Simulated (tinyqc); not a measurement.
ESD clamp with bipolar snapback, compact model and design window: one step of the calculation.

The drain junction multiplies the current that enters it: Igen = (M - 1)(Ic + I0), M = 1/(1 - (Vj/BV)^n). The generated holes leave through the substrate resistance and the base of the parasitic npn: Igen = Vb/Rb + Ic/be, Ic = Is exp(Vb/Vt). Terminal current I = Ic + I0 + Igen and voltage V = Vj + I Ro, per width. Isothermal, constant gain.

Task. Design window and human-body level. Human-body model: 100 pF through 1500 ohm, peak current about (level - Vt2)/1500 ohm, decay time 150 ns. All fingers turn on before the first fails if Vt2 > Vt1; then the clamp carries Nf Wf It2, otherwise in the worst case Wf It2. Margins: Vh - 1.1 Vdd against latching in operation, Vox - max(Vt1, Vt2) for the protected oxide.

Inputs (values chosen for the exercise); values close to those of grounded-gate n-channel clamps:
```
symbol  value   unit                             meaning
It2       5.9  mA/um          failure current for 100 ns
Wf         50     um                        finger width
Nf         10                          number of fingers
Lv          4     kV              human-body-model level
Vox      12.6      V  oxide breakdown voltage for 100 ns
Vdd       2.5      V                      supply voltage
```

Vt1 = 11.812395 V
Vh = 6.4766795 V
Vt2 = 7.1481996 V

Find: peak current; current the clamp carries; level it withstands; holding margin; oxide margin.

Result.

peak current = 2.662 A
current the clamp carries = 0.2950 A
level it withstands = 0.4496 kV
holding margin = 3.727 V
oxide margin = 0.7876 V

Uniform turn-on is not assured; the clamp fails the level. Both margins are positive.

Numbers from tinyqc (`OMP_NUM_THREADS=1 python tinyqc.py 2670004 2670005 out.jsonl`; about 0.01 s on one thread of a shared Intel Xeon 2.30GHz).
